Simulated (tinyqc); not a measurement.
Worked calculation: band folding and unfolding in a supercell of a chain. Values are carried at full precision from step to step, so a last printed digit may differ when a step is redone from the rounded ones.

A chain with hopping -t and n = 8 sites a supercell. H(K) has v_j on the diagonal, -t between neighbours and -t exp(2 pi i K) on the bond that closes the cell (from the last site to the first of the next cell). The point K holds the n wave vectors k_m = (K + m)/n of the primitive zone, in 2 pi/a, m = 0 to n - 1, with E0 = -2t cos(2 pi k_m). The unfolding weight of a state c on k_m is |sum_j c_j exp(-2 pi i k_m j)|^2/n, j = 0 to n - 1.

Parameters, chosen for this exercise: t = 1.72 eV (hopping); v = (2.2, 0, 0, 0, 0, 0, 0, 0) eV (site energies in the supercell); Kq = 0.32 2 pi/(n a) (wave vector in the small zone).

## Folded levels and Fourier components

List k_m and E0; V_q = (1/n) sum_j v_j exp(-2 pi i q j/n) couples k_m to k_(m+q).

Folded band:
```
m  k_m (2 pi/a)  E0 (eV)
0        0.0400  -3.3319
1        0.1650  -1.7511
2        0.2900   0.8555
3        0.4150   2.9610
4        0.5400   3.3319
5        0.6650   1.7511
6        0.7900  -0.8555
7        0.9150  -2.9610
```

V_0, V_1, ... (eV): 0.2750  0.2750  0.2750  0.2750  0.2750

## Supercell Hamiltonian

Fill in H(K).

H (eV), lower triangle (Hermitian):
```
                1        2        3        4        5        6
1          2.2000
2         -1.7200        0
3               0  -1.7200        0
4               0        0  -1.7200        0
5               0        0        0  -1.7200        0
6               0        0        0        0  -1.7200        0
7               0        0        0        0        0  -1.7200
8  0.7323-1.5563i        0        0        0        0        0

         7  8
7        0
8  -1.7200  0
```

## Levels and unfolding weights

Diagonalise and project each state on the k_m.

levels (eV): -3.22433  -2.73185  -1.54924  -0.58217  1.06743  2.02722  3.11811  4.07485

weights:
```
     level 1  level 2  level 3  level 4  level 5  level 6  level 7  level 8
m=0   0.8503   0.1190   0.0113   0.0087   0.0020   0.0022   0.0004   0.0061
m=1   0.0045   0.0445   0.8831   0.0480   0.0050   0.0044   0.0007   0.0098
m=2   0.0006   0.0033   0.0062   0.0317   0.8770   0.0460   0.0031   0.0321
m=3   0.0003   0.0013   0.0018   0.0052   0.0110   0.0724   0.6402   0.2679
m=4   0.0002   0.0012   0.0015   0.0043   0.0077   0.0371   0.3458   0.6022
m=5   0.0004   0.0021   0.0033   0.0121   0.0843   0.8278   0.0085   0.0616
m=6   0.0018   0.0122   0.0748   0.8784   0.0107   0.0076   0.0010   0.0137
m=7   0.1419   0.8163   0.0181   0.0116   0.0024   0.0025   0.0004   0.0067
```

The purest state keeps 88.3 % on one k and the most mixed (level 8) 60.2 %; rows and columns each add to one.

## Moments of the spectral function

For each k_m: mean sum_i W E_i and variance sum_i W E_i^2 less the mean squared. The mean must be E0 plus the average of v, and the variance that of v.

Moments:
```
m  mean (eV)  variance (eV^2)
0     -3.057            0.529
1     -1.476            0.529
2      1.130            0.529
3      3.236            0.529
4      3.607            0.529
5      2.026            0.529
6     -0.580            0.529
7     -2.686            0.529
```

The average of v is 0.2750 eV and its variance 0.5294 eV^2: the virtual crystal gives the mean, and the variance is the spread of weight over several levels that it leaves out.

## Checks

- Variance of the spectral function against the variance of v: they agree to 1e-10 or better.
- Levels for v = 0 against the folded band: they agree to 1e-10 or better.

(tinyqc, `OMP_NUM_THREADS=1 python tinyqc.py 1451415 1451416 out.jsonl`, Intel(R) Xeon(R) Processor @ 2.30GHz, 1 thread, shared host, about 0.01 s.)
